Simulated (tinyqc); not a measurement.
Wafer bonding and layer transfer: bond energy, gap closing, particles, bonding of dissimilar wafers and hydrogen blisters: one step, computed by the program tinyqc. Command: `OMP_NUM_THREADS=1 python tinyqc.py 3026888 3026889 out.jsonl bond walk`. One thread of a shared host (Intel(R) Xeon(R) Processor @ 2.30GHz), about 0.01 s of CPU time with the checks.

gamma is the energy per area of each of the two surfaces; plates are isotropic.

Problem. Does a shallow gap close? E' = E1/(1 - nu^2), equal wafers of thickness t1 assumed. A gap of radius R closes if h_g < h_c: h_c = R^2/sqrt((2/3) E' t1^3/gamma) for R > 2 t1 (plate bending), h_c = 3.6 sqrt(R gamma/E') for R < 2 t1 (local deformation).

Inputs (values chosen for the exercise, for model wafers):
```
quantity                    value        unit
Young's modulus E1            138         GPa
Poisson ratio nu             0.28           -
thickness t1                  625  micrometre
radius of a shallow gap R   0.011          mm
half height of the gap h_g    2.9          nm
```

bond energy gamma = 0.1205391 J/m^2

Give: closable height h_c; h_g/h_c.

Solution.

closable height h_c = 10.71 nm

h_g/h_c = 0.2707

The gap closes.
